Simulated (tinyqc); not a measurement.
Carrier density against temperature: charge neutrality of a doped semiconductor with incomplete ionisation. Computed by tinyqc, a small Python program. Command: `OMP_NUM_THREADS=1 python tinyqc.py 3006023 3006024 out.jsonl dopant walk`. One thread of a shared host (Intel(R) Xeon(R) Processor @ 2.30GHz), about 0.03 s of CPU time with the checks.

Energies are counted from the top of the valence band; E_D is measured down from the conduction band and E_A up from the valence band.

Inputs (values chosen for the exercise, modelled on silicon):
```
quantity                 value   unit
gap at 0 K E_g0           1.17     eV
Varshni alpha         0.000459   eV/K
Varshni beta               637      K
electron mass m_e        0.326    m_0
valleys M_c                  6      -
hole mass m_h             0.84    m_0
donor density N_D        4e+15  cm^-3
acceptor density N_A         0  cm^-3
donor depth E_D          0.046     eV
donor degeneracy g_D         2      -
```

Doping: n-type. Statistics of the bands: Fermi-Dirac.

Constants: k_B = 8.617333262e-05 eV/K; m_0 = 9.1093837015e-31 kg; k_B = 1.380649e-23 J/K; h = 6.62607015e-34 J s.

Method:
- E_g = E_g0 - alpha T^2/(T + beta).
- N_c = 2 M_c (2 pi m_e k_B T/h^2)^(3/2) and N_v = 2 (2 pi m_h k_B T/h^2)^(3/2), masses in units of m_0.
- n = N_c F_1/2((E_F - E_g)/k_B T), p = N_v F_1/2(-E_F/k_B T).
- F_1/2(eta) = (2/sqrt(pi)) int_0^infinity sqrt(x)/(1 + exp(x - eta)) dx, by the trapezoid rule in t = sqrt(x) with step 0.02 up to t = 12 (for eta < -12 by exp(eta) - exp(2 eta)/2^(3/2)).
- N_D+ = N_D/(1 + g_D exp((E_F - E_g + E_D)/k_B T)).
- Neutrality: p + N_D+ = n + N_A-; the log ratio is ln[(p + N_D+)/(n + N_A-)].
- Neutrality is solved by bisection at each T. The last column is -k_B d ln(n T^-3/4)/d(1/T) from this row and the one above; it turns negative as ionisation nears completion, when the density grows more slowly than that power of T.

Against temperature:
```
T (K)   n (cm^-3)  E_F from the band edge (eV)  ionised share  activation energy (eV)
19     2.3699e+10                      0.02743     5.9247e-06                       -
24     5.2698e+11                      0.02896     1.3174e-04                0.023000
33     1.3868e+13                      0.03187     3.4669e-03                0.022987
49     2.5366e+14                      0.03756     6.3415e-02                0.022730
76     1.8495e+15                      0.04955     4.6238e-01                0.019700
120    3.6744e+15                      0.07823     9.1859e-01                0.006142
180    3.9534e+15                      0.12564     9.8836e-01               -0.007163
270    3.9904e+15                      0.20239     9.9760e-01               -0.013718
300    3.9933e+15                      0.22895     9.9831e-01               -0.018218
600    5.5391e+15                      0.49474     9.9966e-01               -0.009960
```

What does the comparison show, and why?

Between the two coldest rows the activation energy is 0.0230 eV, 0.50 of the dopant depth: without compensation E_F sits halfway between level and band, so half the depth shows. The density is within 10 % of the net doping from 120 K to 300 K. From 600 K carriers excited across the gap add to it.

Extremes, crossings and ranges named in words are read from the listed rows.
